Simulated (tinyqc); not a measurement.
Plane-wave Kohn-Sham cycle with exchange-only LDA in a layered model solid, step by step. One step of it, computed by the program tinyqc.

Problem. Iteration 1: potential. V_H(G) = 4 pi rho(G)/G^2 for G != 0 (uniform background); v_x = -(3 rho/pi)^(1/3); V = V_ext + V_H + v_x; Fourier components f(G_m) = (1/N) sum_j f(x_j) exp(-i G_m x_j).

A solid whose potential varies along x alone (atomic units):
```
parameter,value
period a,10.000000
cross-section of the cell,27.000000
electrons per cell,4
grid points,16
"plane waves -n..n, n",2
k points,3
V1 in V1 cos(2 pi x/a),-0.590000
```

density at the start, on the grid x_j = j a/N (e/bohr^3): 0.01481481  0.01481481  0.01481481  0.01481481  0.01481481  0.01481481  0.01481481  0.01481481  0.01481481  0.01481481  0.01481481  0.01481481  0.01481481  0.01481481  0.01481481  0.01481481

Give: Potentials on the grid; V(G_m), m = 0, 1, 2, ....

Solution.

Potentials on the grid (hartree):
```
x,V_ext,V_H,v_x,V
0.0000,-0.5900,0.0000,-0.2419,-0.8319
0.6250,-0.5451,0.0000,-0.2419,-0.7869
1.2500,-0.4172,0.0000,-0.2419,-0.6590
1.8750,-0.2258,0.0000,-0.2419,-0.4676
2.5000,0,0.0000,-0.2419,-0.2419
3.1250,0.2258,0.0000,-0.2419,-0.0161
3.7500,0.4172,0.0000,-0.2419,0.1753
4.3750,0.5451,0.0000,-0.2419,0.3032
5.0000,0.5900,0.0000,-0.2419,0.3481
5.6250,0.5451,0.0000,-0.2419,0.3032
6.2500,0.4172,0.0000,-0.2419,0.1753
6.8750,0.2258,0.0000,-0.2419,-0.0161
7.5000,0,0.0000,-0.2419,-0.2419
8.1250,-0.2258,0.0000,-0.2419,-0.4676
8.7500,-0.4172,0.0000,-0.2419,-0.6590
9.3750,-0.5451,0.0000,-0.2419,-0.7869
```

V(G_m), m = 0, 1, 2, ... (hartree): -0.2419  -0.2950  0.0000  0.0000  0.0000
